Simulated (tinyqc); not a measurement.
Band-to-band tunnelling in a uniform field: complex band structure along [001] in sp3s* tight binding.

For k = (0, 0, kz) the phase sums are g0 = cos(phi) and g3 = i sin(phi), phi = kz a/4, and the s, pz, s* orbitals of anion (a) and cation (c) decouple from px, py. With z = exp(i phi), H(z) = H0 + z T + T^T/z for any complex z. H0 is diagonal (Esa, Epa, Exa, Esc, Epc, Exc). The anion-cation block is B(z) = z U + W/z and the cation-anion block z W^T + U^T/z, where U has Vss/2 (s,s), Vsapc/2 (s,z), -Vscpa/2 (z,s), Vxx/2 (z,z), Vxapc/2 (s*,z), -Vpaxc/2 (z,s*), and W has the same values with the s-z and s*-z signs reversed. |z| = 1 is a band state, |z| < 1 decays along [001] as exp(-kappa d) over a distance d, kappa = -(4/a) ln|z|. No spin-orbit coupling.

Constants: hbar^2/2m0 = 3.80998211 eV angstrom^2.

Parameters, chosen for this exercise (out of a larger set: near a published set for InP, fitted to gaps, whose masses and valley positions are rough (light masses up to twice too heavy); not measured data): p = (-8.519, 0.866, -1.478, 4.035, 8.245, 7.033, -5.373, 1.88, 4.223, 2.239, 5.527, 3.426, 4.48) eV (order Esa, Epa, Esc, Epc, Exa, Exc, Vss, Vxx, Vxy, Vsapc, Vscpa, Vxapc, Vpaxc); a = 5.866 angstrom (lattice constant).

Ev = -0.00817 eV
EG (direct gap) = 1.43330 eV

masses of this model, from the curvature at Gamma (m0): m_lh 0.09770, m_e 0.12763

WKB at zero transverse momentum: T = exp(-2 I/(eF)), I = integral of kappa dE across the direct gap (8 Gauss-Legendre points in theta, E = EG sin^2 theta, 0 to pi/2); 1 MV/cm = 0.01 V/angstrom. The two-band form gives I = (pi/8) sqrt(m/c) EG^(3/2) with m = 2 m_lh m_e/(m_lh + m_e).

Tunnelling:
```
F (MV/cm),path EG/eF (angstrom),exponent 2I/eF,"T, tight binding","T, two-band"
0.50,286.7,45.669,1.47e-20,1.12e-20
0.75,191.1,30.446,5.99e-14,5.00e-14
1.50,95.6,15.223,2.45e-07,2.24e-07
2.00,71.7,11.417,1.10e-05,1.03e-05
3.00,47.8,7.612,0.000495,0.000473
4.00,35.8,5.709,0.00332,0.00321
```

Give the missing row, F (MV/cm) = 1.00.

Computed row:
```
F (MV/cm)  path EG/eF (angstrom)  exponent 2I/eF  T, tight binding  T, two-band
1.00                       143.3          22.835          1.21e-10     1.06e-10
```

I, tight binding = 0.114173 eV/angstrom
I, two-band = 0.114852 eV/angstrom

The two-band integral is +0.59 % from the tight-binding one, which makes the two-band T 0.7621 times the other at 0.5 MV/cm and 0.9666 times at 4 MV/cm. Doubling the field from 1 to 2 MV/cm halves the exponent and raises T by a factor 9.09e+04.

(tinyqc, `OMP_NUM_THREADS=1 python tinyqc.py 1452528 1452529 out.jsonl`, Intel(R) Xeon(R) Processor @ 2.30GHz, 1 thread, shared host, about 0.01 s.)
